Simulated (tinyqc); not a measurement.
Inside a calculation. Method: plane-wave Kohn-Sham cycle with exchange-only LDA in a layered model solid. One step of it, computed by the program tinyqc.

Problem. Iteration 1: levels at that k. Diagonalise the Hermitian matrix.

H (hartree), lower triangle:
```
           -3         -2         -1         +0         +1         +2        +3
-3   0.953493
-2  -0.140000   0.232505
-1   0.000000  -0.140000  -0.200088
+0   0.000000   0.000000  -0.140000  -0.344285
+1   0.000000   0.000000   0.000000  -0.140000  -0.200088
+2   0.000000   0.000000   0.000000   0.000000  -0.140000   0.232505
+3   0.000000   0.000000   0.000000   0.000000   0.000000  -0.140000  0.953493
```

Give: eigenvalues.

Solution.

eigenvalues (hartree): -0.4924  -0.2428  -0.1011  0.2484  0.2548  0.9803  0.9803
